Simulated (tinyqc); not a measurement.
Resistance of a source-drain extension with a graded tip: one step of the calculation.

y runs along the channel, the gate covers y > 0. The doping is N0 for y < y0 and N0 10^(-(y - y0)/la) beyond, uniform over the depth xj. Sheet conductance s(y) = q mu(N) max(N - Nch, 0) xj + (for y > 0) ma Cox Vo, with mu(N) = u0 + (u1 - u0)/(1 + (N/Nr)^au) and Cox = eps0 eox/tox. Current is taken as one-dimensional; depletion of the tip, spreading and the contact are left out. The metallurgical junction lies at yj, where N = Nch.

Problem. Sheet resistances and junction position. yj = y0 + la log10(N0/Nch); sheet resistance of the full extension 1/[q mu(N0)(N0 - Nch) xj] and of the gate-induced layer 1/(ma Cox Vo); metallurgical length Lg - 2 yj; ye is where the doped and the gate-induced conductances are equal.

Parameters, values chosen for the exercise; mobility law close to that of electrons in silicon: relative permittivity of the gate insulator (close to silicon nitride) eox = 7.67; insulator thickness tox = 2.2 nm; active doping of the extension far from the gate N0 = 5.6e19 cm^-3; lateral abruptness la = 4.1 nm/decade; position under the gate where the fall begins (gate edge at 0) y0 = 1.6 nm; depth of the extension xj = 19 nm; channel doping Nch = 2e18 cm^-3; gate overdrive Vo = 0.49 V; mobility of the gate-induced layer ma = 140 cm^2/(V s); mobility at low doping u1 = 1414 cm^2/(V s); mobility at high doping u0 = 68.5 cm^2/(V s); reference doping Nr = 9.2e16 cm^-3; exponent au = 0.711; gate length Lg = 45 nm.

Constants: q = 1.602176634e-19 C, eps0 = 8.8541878128e-14 F/cm where lengths are in cm. Results are converted to the units shown.

Wanted: yj; sheet resistance of the extension; sheet resistance of the induced layer; metallurgical length; ye; N at ye.

Solution.

yj = 7.533 nm
sheet resistance of the extension = 737.8 ohm/square
sheet resistance of the induced layer = 4722 ohm/square
metallurgical length = 29.93 nm
ye = 5.159 nm
N at ye = 7.589e18 cm^-3

The gate takes over 2.37 nm before the junction, where N is still 3.79 times the channel doping.

Program tinyqc, `OMP_NUM_THREADS=1 python tinyqc.py 2282062 2282063 out.jsonl`; Intel Xeon 2.30GHz, shared host, one thread, about 0.03 s.
